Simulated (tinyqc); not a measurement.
Charge state against the Fermi level: deep level with several charge states.

Energies from Ev. The defect has charge states +1, 0, -1 with weights 1, gm exp((EF - E1)/kT), exp((2 EF - E1 - E2)/kT); the shares are the weights over their sum. Boltzmann carriers: n = Nc exp((EF - Eg)/kT), p = Nv exp(-EF/kT). Neutrality: p - n + Nd + Nt <q> = 0.

Constants: kB = 8.617333262e-05 eV/K.

Values chosen for the exercise (gap and densities of states near those of GaN at this temperature; the results hold for these values, not for the real material):

| symbol | value | unit | meaning |
|---|---|---|---|
| E1 | 2.708 | eV | level (+1/0) above Ev |
| E2 | 2.453 | eV | level (0/-1) above Ev |
| gm | 2 |  | degeneracy of the middle state, the others 1 |
| T | 300 | K |  |

Shares:

| EF (eV) | +1 | 0 | -1 | <q> |
|---|---|---|---|---|
| 0.206 | 1.000 | 0.000 | 0.000 | 1.000 |
| 0.481 | 1.000 | 0.000 | 0.000 | 1.000 |
| 0.756 | 1.000 | 0.000 | 0.000 | 1.000 |
| 1.030 | 1.000 | 0.000 | 0.000 | 1.000 |
| 1.305 | 1.000 | 0.000 | 0.000 | 1.000 |
| 1.580 | 1.000 | 0.000 | 0.000 | 1.000 |
| 1.855 | 1.000 | 0.000 | 0.000 | 1.000 |
| 2.130 | 1.000 | 0.000 | 0.000 | 1.000 |
| 2.404 | 1.000 | 0.000 | 0.000 | 1.000 |
| 2.679 | 0.000 | 0.000 | 0.999 | -0.999 |
| 2.954 | 0.000 | 0.000 | 1.000 | -1.000 |
| 3.229 | 0.000 | 0.000 | 1.000 | -1.000 |

E2 lies below E1 (negative U = -0.255 eV), so the charge goes from +1 to -1 near (E1 + E2)/2 = 2.580 eV, two electrons at once; the middle state never exceeds a share of 0.00716.

Program tinyqc; command `OMP_NUM_THREADS=1 python tinyqc.py 1650562 1650563 out.jsonl`; about 0.01 s on one thread of a shared Intel(R) Xeon(R) Processor @ 2.30GHz.
